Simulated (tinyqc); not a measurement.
# FinFET, parasitic resistance, capacitance and delay: effects of single changes

Nf fins under one contact; each has gated perimeter p = 2 Hf + Wf and cross-section A = Hf Wf; contact width Wc = Nf pf, stack height Hs = Hf. Contact length Lc = CPP - Lg - 2 Lsp, shared by two neighbouring gates. Source and drain sides are equal. The formulas are first-order estimates, not field solutions.

Values chosen for this exercise; values close to those of silicon logic devices:
```
symbol    value        unit                                  meaning
T           300           K                              temperature
Nf            2                                       number of fins
Hf           42          nm                               fin height
Wf            6          nm                                fin width
pf           24          nm                                fin pitch
CPP          60          nm                     contacted gate pitch
Lg           20          nm                              gate length
Lsp           4          nm                            spacer length
ks          4.5                  relative permittivity of the spacer
Hc           25          nm      gate height above the channel stack
rc       3.8e-9    ohm cm^2                      contact resistivity
re      0.00057      ohm cm  resistivity of the source-drain epitaxy
te           15          nm    current-carrying depth of the epitaxy
rx       0.0019      ohm cm             resistivity of the extension
Lov           1          nm                             gate overlap
Cinv        2.5     uF/cm^2                    inversion capacitance
vx        1.1e7        cm/s                       injection velocity
mu          240  cm^2/(V s)                        apparent mobility
VT         0.24           V          threshold at zero drain voltage
dl        0.057         V/V                         barrier lowering
n          1.18                                  subthreshold factor
Cw         0.23          fF                                wire load
Vdd         0.7           V                           supply voltage
```

Constants: q = 1.602176634e-19 C, kB = 1.380649e-23 J/K, eps0 = 8.8541878128e-12 F/m, Vt = kB T/q. Results are converted to the units shown.

Each table varies one quantity; the others keep the values above.

## Effect of the fin height

Epitaxy sheet resistance Rsh = re/te, transfer length LT = sqrt(rc/Rsh), contact Rc = [sqrt(rc Rsh)/Wc] coth(Lc/(2 LT)); extension of one fin Rx = rx Lsp/A. With N fins: gate Cg = Cinv p N Lg; per side, plate Cp = ks eps0 [Wc (Hs + Hc) - N A]/Lsp, top fringe Cf = (2/pi) ks eps0 Wc ln(1 + Lg/(2 Lsp)), overlap Co = Cinv p N Lov. One fin: I = p Q vx u/(1 + |u|^1.8)^(1/1.8), Q = Cinv n Vt ln(1 + exp((Vg' - VT + dl Vd')/(n Vt))), u = Vd' mu/(vx Lg), Vg' = Vgs - v, Vd' = Vds - 2 v, with the drop on each side v = Rc (sum of I) + Rx I. Ieff = [I(Vgs = Vdd, Vds = Vdd/2) + I(Vdd/2, Vdd)]/2, total currents. With Cs = Cp + Cf + Co, the load of an inverter of two such devices driving an equal one is CL = 2 (Cg + 2 Cs) + 4 Cs + Cw (own drains counted twice for the Miller effect); delay CL Vdd/(2 Ieff).

The same in every row: Rc (ohm) = 536.3.

Result of one run:

| Hf (nm) | Rx/N (ohm) | Ieff (uA) | CL (aF) | delay (ps) |
|---|---|---|---|---|
| 90 | 70.37 | 155.1 | 1042 | 2.352 |

What becomes of these results when the fin height Hf is changed from 90 to 20 nm, all else the same?

Result of the changed run:

| Hf (nm) | Rx/N (ohm) | Ieff (uA) | CL (aF) | delay (ps) |
|---|---|---|---|---|
| 20 | 316.7 | 59.42 | 505.6 | 2.978 |

The whole series:

| Hf (nm) | Rx/N (ohm) | Ieff (uA) | CL (aF) | delay (ps) |
|---|---|---|---|---|
| 20 | 316.7 | 59.42 | 505.6 | 2.978 |
| 30 | 211.1 | 80.02 | 582.3 | 2.547 |
| 40 | 158.3 | 97.73 | 659.0 | 2.360 |
| 50 | 126.7 | 112.9 | 735.7 | 2.280 |
| 60 | 105.6 | 125.9 | 812.4 | 2.258 |
| 70 | 90.48 | 137.1 | 889.0 | 2.270 |
| 80 | 79.17 | 146.7 | 965.7 | 2.303 |
| 90 | 70.37 | 155.1 | 1042 | 2.352 |

As Hf goes from 20 to 90 nm, Ieff rises from 59.4 to 155 uA, CL rises from 506 to 1040 aF and the delay goes from 2.98 through a minimum of 2.26 (at Hf = 60 nm among the rows listed) to 2.35 ps. From the first row to the last Ieff grows by a factor of 2.61 and CL by 2.06; the first step changes the delay by -14 %, the last by 2.1 %.

## Effect of the fin pitch

Same model as above.

The same in every row: Rx/N (ohm) = 150.8.

Effect of the fin pitch:

| pf (nm) | Rc (ohm) | Ieff (uA) | CL (aF) | delay (ps) |
|---|---|---|---|---|
| 18 | 715.1 | 91.53 | 607.2 | 2.322 |
| 22 | 585.1 | 98.27 | 651.9 | 2.322 |
| 26 | 495.1 | 103.3 | 696.7 | 2.360 |
| 30 | 429.0 | 107.2 | 741.4 | 2.421 |
| 36 | 357.5 | 111.6 | 808.6 | 2.536 |
| 44 | 292.5 | 115.8 | 898.0 | 2.715 |

As pf goes from 18 to 44 nm, Ieff rises from 91.5 to 116 uA, CL rises from 607 to 898 aF and the delay rises from 2.32 to 2.71 ps.

## Effect of the contact resistivity

Same model as above.

The same in every row: Rx/N (ohm) = 150.8; CL (aF) = 674.3.

Result of one run:

| rc (ohm cm^2) | Rc (ohm) | Ieff (uA) | delay (ps) |
|---|---|---|---|
| 9.7e-10 | 165.9 | 124.4 | 1.897 |

What becomes of these results when the contact resistivity rc is changed from 9.7e-10 to 4.4e-9 ohm cm^2, all else the same?

Result of the changed run:

| rc (ohm cm^2) | Rc (ohm) | Ieff (uA) | delay (ps) |
|---|---|---|---|
| 4.4e-9 | 614.5 | 96.69 | 2.441 |

The whole series:

| rc (ohm cm^2) | Rc (ohm) | Ieff (uA) | delay (ps) |
|---|---|---|---|
| 1e-10 | 40.77 | 133.7 | 1.765 |
| 2.1e-10 | 60.46 | 132.2 | 1.785 |
| 4.5e-10 | 95.76 | 129.5 | 1.822 |
| 9.7e-10 | 165.9 | 124.4 | 1.897 |
| 2.1e-9 | 314.4 | 114.3 | 2.064 |
| 4.4e-9 | 614.5 | 96.69 | 2.441 |
| 9.4e-9 | 1266 | 69.60 | 3.391 |
| 2e-8 | 2646 | 42.82 | 5.512 |

As rc goes from 1e-10 to 2e-8 ohm cm^2, Ieff falls from 134 to 42.8 uA, CL stays at 674 aF and the delay rises from 1.76 to 5.51 ps. Rc goes as rc^(0.53) at the start and rc^(0.98) at the end (1/2 for a long contact, 1 for a short one). For rc = 1e-10 to 2.1e-10 ohm cm^2 rc lies near or below the quantum limit of metal-silicon contacts.

tinyqc, about 0.04 s, one thread, Intel Xeon 2.30GHz (shared host): `OMP_NUM_THREADS=1 python tinyqc.py 2170146 2170147 out.jsonl`
